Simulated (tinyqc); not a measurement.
Monte Carlo simulation of one carrier in a uniform electric field: one step, computed by the program tinyqc.

The force e F acts along +z. Flights end at the constant total rate Gamma; the part of Gamma that the real rates do not fill is self-scattering, which leaves k unchanged. One valley, no impurities and no intervalley scattering.

Question. Flight 1. Parabolic band: E = hbar^2 k^2/(2 m), speed v = hbar k/m, states per spin, volume and energy g(E) = m k/(2 pi^2 hbar^2). Masses are multiplied by m_0 and all formulas are in SI units. Flight: t = -ln(r1)/Gamma; k_z grows by e F t/hbar; E follows from the band; dz = (E_end - E_start)/(e F). Use row 1 of the random numbers.

Inputs (values chosen for the exercise, for a model polar semiconductor): effective mass m = 0.074 m_0; lattice temperature T = 300 K; electric field F = 0.18 kV/cm.

Crystal: polar. Band: parabolic.

starting wave vector (1/nm): -0.16  -0.22  -0.081

Random numbers (0.02 to 0.98, from up to 60 sets tried for early real events), one row a flight:
```
       r1      r2      r3      r4
1  0.2677  0.6304  0.3923  0.4262
2  0.2778  0.0378  0.1753  0.9641
3  0.3364  0.6836  0.6519  0.6491
4  0.6258  0.8731  0.7465  0.3653
5  0.7731  0.2630  0.8065  0.1950
6  0.5197  0.4228  0.7717  0.6290
7  0.3914  0.9069  0.0447  0.4892
```

Gamma = 8.131398 1e12/s

Constants: e = 1.602176634e-19 C; hbar = 1.054571817e-34 J s; m_0 = 9.1093837015e-31 kg.

Give: flight time t; k at the end of the flight; energy at the end; displacement dz.

Answer.

flight time t = 162.1 fs

k at the end of the flight (1/nm): -0.1600  -0.2200  -0.0766

energy at the end = 41.12 meV

displacement dz = -19.98 nm
